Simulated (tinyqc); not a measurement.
Film thickness from the threshold shift.

Inverse problem. Undoped body with a flat potential across it, hard walls, transport along x. One isotropic valley (g = 1, mx = my = mz = me). Non-parabolicity enters the subband edges through E (1 + al E) = gamma, so E = 2 gamma/(1 + sqrt(1 + 4 al gamma)); motion within a subband is taken as parabolic with the band-edge mass. Energies are counted from the bulk band edge. gamma = C (pi k/(t + dl))^2/mz, C = hbar^2/(2 m0). Each subband has N_k = g sqrt(mx my) m0 kB T/(pi hbar^2); without degeneracy n = exp(EF/Vt) sum N_k exp(-E_k/Vt). Classical value Nc times t, Nc = sum over valleys of 2 g (m m0 kB T/(2 pi hbar^2))^1.5 with m = (mx my mz)^(1/3). Threshold shift dVT = Vt ln(classical value/sum N_k exp(-E_k/Vt)). Find t and the lowest subband edge.

Values chosen for this exercise; masses close to those of GaAs:
```
symbol,value,unit,meaning
T,400,K,temperature
me,0.0678,m0,mass at the band edge
al,0.61,1/eV,non-parabolicity
dl,0.3,nm,widening of the box by penetration into the insulator
```

Constants: q = 1.602176634e-19 C, kB = 1.380649e-23 J/K, hbar = 1.054571817e-34 J s, m0 = 9.1093837015e-31 kg, Vt = kB T/q, hbar^2/(2 m0) = 0.0380998212 eV nm^2. Results are converted to the units shown.

dVT = 73.511279 mV

Answer. dVT is evaluated for trial values of t with all subbands; between 1.5 and 25 nm one value matches.

t = 7.000 nm
E_1 = 98.19 meV

Program tinyqc, `OMP_NUM_THREADS=1 python tinyqc.py 2350165 2350166 out.jsonl`; Intel Xeon 2.30GHz, shared host, one thread, about 0.04 s.
